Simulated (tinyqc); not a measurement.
Energy and delay of logic against supply voltage: one step of the calculation.

One expression serves below and above threshold: I(Vg) = Ik [ln(1 + exp((Vg - VT + dd V)/(al nf Vt)))]^al, with I_on = I(V) and I_off = I(0). Gate delay td = kd C V/I_on, clock period LD td. Per gate and cycle the switching energy is act C V^2 and the leakage energy I_off V LD td. No short-circuit current, no variation. Minima are sought above 0.09 V; below a few Vt gates no longer switch and the model has no meaning.

Task. New V. Minimum-energy supply: E(V) is the energy per gate and cycle; with h = 0.001 V, E' = (E(V + h) - E(V - h))/(2 h), E'' = (E(V - h) - 2 E(V) + E(V + h))/h^2, V(new) = V - E'/E''.

Inputs (values chosen for the exercise); values of the order met in logic technologies:
- T = 330 K (temperature)
- VT = 0.24 V (threshold voltage at zero drain bias)
- nf = 1.34 (slope factor)
- dd = 0.1 (barrier lowering per volt of supply)
- Ik = 2.8 uA (specific current of a gate)
- al = 1.35 (exponent of the current law)
- C = 1.4 fF (load capacitance of a gate)
- kd = 1.2 (delay factor)
- LD = 12 (logic depth)
- act = 0.02 (activity factor)

Constants: q = 1.602176634e-19 C, kB = 1.380649e-23 J/K, Vt = kB T/q. Results are converted to the units shown.

V at the start = 0.35 V

Wanted: E'; E''; V after iteration 1.

Result.

E' = 16.481 aJ/V
E'' = 163.95 aJ/V^2
V after iteration 1 = 0.24948 V

tinyqc, about 0.01 s, one thread, Intel Xeon 2.30GHz (shared host): `OMP_NUM_THREADS=1 python tinyqc.py 2082095 2082096 out.jsonl`
